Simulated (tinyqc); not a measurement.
Inside a calculation. Model: p-n diode with diffusion and depletion-layer recombination.

Numbers from tinyqc (`OMP_NUM_THREADS=1 python tinyqc.py 2260060 2260061 out.jsonl`; about 0.01 s on one thread of a shared Intel Xeon 2.30GHz). Printed values are rounded.

Abrupt junction in the depletion approximation, low injection, full ionisation, neutral widths fixed, ohmic contact on the p side. Vj is the junction voltage; where a series resistance Rs is given, V = Vj + J Rs is the terminal voltage.

Values chosen for this exercise; band and dielectric values close to those of indium phosphide:
```
symbol,value,unit,meaning
T,400,K,temperature
Eg,1.34,eV,band gap
eps_r,12.3,,relative permittivity
Nc,8.64e17,cm^-3,conduction-band density of states at T
Nv,1.68e19,cm^-3,valence-band density of states at T
Na,2.7e17,cm^-3,acceptor density
Nd,3.9e16,cm^-3,donor density
mun,1500,cm^2/(V s),electron mobility in the p side
mup,130,cm^2/(V s),hole mobility in the n side
tn,1e-6,s,electron lifetime
tp,9e-9,s,hole lifetime
wp,0.79,um,neutral width of the p side
wn,7,um,neutral width of the n side
Sp,1e7,cm/s,recombination velocity at the n contact
Rs,0.0032,ohm cm^2,series resistance
Et,0,eV,trap level above the intrinsic level
Vj,0.62,V,junction voltage at which recombination is evaluated
V,0.91,V,terminal voltage
```

Constants: q = 1.602176634e-19 C, kB = 1.380649e-23 J/K, Vt = kB T/q, eps0 = 8.8541878128e-14 F/cm where lengths are in cm. Results are converted to the units shown.

## Diffusion lengths and saturation currents

ni = sqrt(Nc Nv) exp(-Eg/(2 Vt)), Eg in volts; D = mu Vt; Ln = sqrt(Dn tn), Lp = sqrt(Dp tp); J0n = q ni^2 Dn coth(wp/Ln)/(Ln Na); J0p = (q ni^2 Dp/(Lp Nd)) (s + tanh(wn/Lp))/(1 + s tanh(wn/Lp)), s = Sp Lp/Dp.

ni = 1.37811e10 cm^-3
Ln = 71.9055 um
Lp = 2.00821 um
J0n = 7.37611e-11 A/cm^2
J0p = 1.74418e-11 A/cm^2

wp/Ln = 0.011 and wn/Lp = 3.5; electrons carry 80.9 % of the diffusion current.

## Recombination in the depleted layer

ni = sqrt(Nc Nv) exp(-Eg/(2 Vt)), Eg in volts. Vbi = Vt ln(Na Nd/ni^2), W = sqrt(2 eps0 eps_r (Vbi - Vj)(1/Na + 1/Nd)/q), xp = W Nd/(Na + Nd), xn = W Na/(Na + Nd); u(x) = q Na (x + xp)^2/(2 eps0 eps_r) for x < 0 and Vbi - Vj - q Nd (xn - x)^2/(2 eps0 eps_r) for x > 0; p = Na exp(-u/Vt), n = Nd exp((u - Vbi + Vj)/Vt); U = ni^2 (exp(Vj/Vt) - 1)/(tp (n + ni exp(Et/Vt)) + tn (p + ni exp(-Et/Vt))); J_scr = q times the integral of U from -xp to xn. Trapezoid rule on 14 equal steps.

W = 137.052 nm

```
point   x (nm)     u (V)   n (cm^-3)   p (cm^-3)  U (cm^-3 s^-1)
0      -17.298  0.000000  4.55888e10      2.7e17      4.55888e16
1       -7.508  0.019033  7.91883e10  1.55439e17      7.91883e16
2        2.281  0.074949  4.01023e11  3.06940e16      4.01022e17
3       12.070  0.138180  2.51100e12  4.90203e15      2.51098e18
4       21.860  0.195913  1.34044e13  9.18278e14      1.34025e19
5       31.649  0.248147  6.10061e13  2.01766e14      6.08364e19
6       41.439  0.294883  2.36713e14  5.19996e13      2.27338e20
7       51.228  0.336121  7.83059e14  1.57191e13      5.40329e20
8       61.017  0.371860  2.20847e15  5.57355e12      4.83395e20
9       70.807  0.402101  5.31020e15  2.31799e12      2.45572e20
10      80.596  0.426844  1.08856e16  1.13075e12      1.24188e20
11      90.386  0.446088  1.90248e16  6.46995e11      7.16120e19
12     100.175  0.459834  2.83473e16  4.34221e11      4.81621e19
13     109.964  0.468082  3.60103e16  3.41819e11      3.79382e19
14     119.754  0.470831      3.9e16  3.15615e11      3.50354e19
```

J_scr = 2.93816e-4 A/cm^2

With 2000 steps J_scr = 2.938e-4 A/cm^2; the coarse value is within 0.01 % of it. U is largest at x = 51.2 nm among these points; the peak lies where tp n = tn p. On the fine grid U peaks at 5.843e20 cm^-3 s^-1, and J_scr/(q U_max) is 22.9 % of W, the effective width of the recombining zone.

## Starting value

Vj = Vt ln(V/(Rs J0)), the value at which all of V would drop over Rs.

Vj at the start = 0.991622 V

## Iteration 1: new Vj

J0 = J0n + J0p = 9.12028e-11 A/cm^2

Diffusion current alone: J = J0 (exp(Vj/Vt) - 1), g = Vj + J Rs - V, g' = 1 + Rs J0 exp(Vj/Vt)/Vt, Vj(new) = Vj - g/g'.

J = 284.375 A/cm^2
g = 0.991622 V
g' = 27.4003
Vj after iteration 1 = 0.955431 V

## Iteration 2: new Vj

As before.

J = 99.5210 A/cm^2
g = 0.363899 V
g' = 10.2391
Vj after iteration 2 = 0.919892 V

## Course of the iteration

Stop when the step is below 1e-10 V, or after 80 iterations.

Course of the iteration:
```
iteration  Vj before the step (V)  step (V)
1                        0.991622   -0.0362
2                        0.955431   -0.0355
3                        0.919892   -0.0287
4                        0.891145   -0.0125
5                        0.878610  -1.45e-3
6                        0.877157  -1.54e-5
7                        0.877141  -1.68e-9
8                        0.877141   < 1e-14
```

Converged in 8 iterations.
